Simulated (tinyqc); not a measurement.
Hot electrons in a saturated n-channel MOSFET, lucky-electron model: one step of the calculation.

Beyond pinch-off the lateral field grows as Esat cosh(y/l) over the velocity-saturated region (pseudo-two-dimensional model). Impact ionisation in this region gives the substrate current, which biases the body forward through Rsub. Currents are per width. Local-field laws: they overstate ionisation when the field peak is narrower than an energy relaxation length.

Question. Gate current, lifetime and channel shortening. Ig = Cg Id exp(-pb/(lm Em)); lifetime tau = (Hl/Id)(Isub/Id)^(-m); length of the saturated region dL = l ln[(dV/l + Em)/Esat]. 1 year = 3.15576e7 s.

Values chosen for this exercise; values close to those of silicon n-channel devices: hot-electron mean free path lm = 9.2 nm; oxide barrier pb = 3.2 V; prefactor of the gate current Cg = 0.0014; lifetime exponent m = 2.8; lifetime constant Hl = 5000 s uA/um.

Id = 102.16544 uA/um
dV = 2.8795713 V
Em = 0.18089663 MV/cm
Isub = 0.015396212 uA/um
l = 177.48239 nm
Esat = 0.08 MV/cm

Wanted: Isub/Id; Ig; tau; dL.

Answer.

Isub/Id = 1.507e-4
Ig = 6.381e-4 pA/um
tau = 7.796e4 years
dL = 258.4 nm

The lifetime exceeds ten years.

Program tinyqc, `OMP_NUM_THREADS=1 python tinyqc.py 2550166 2550167 out.jsonl`; Intel Xeon 2.30GHz, shared host, one thread, about 0.01 s.
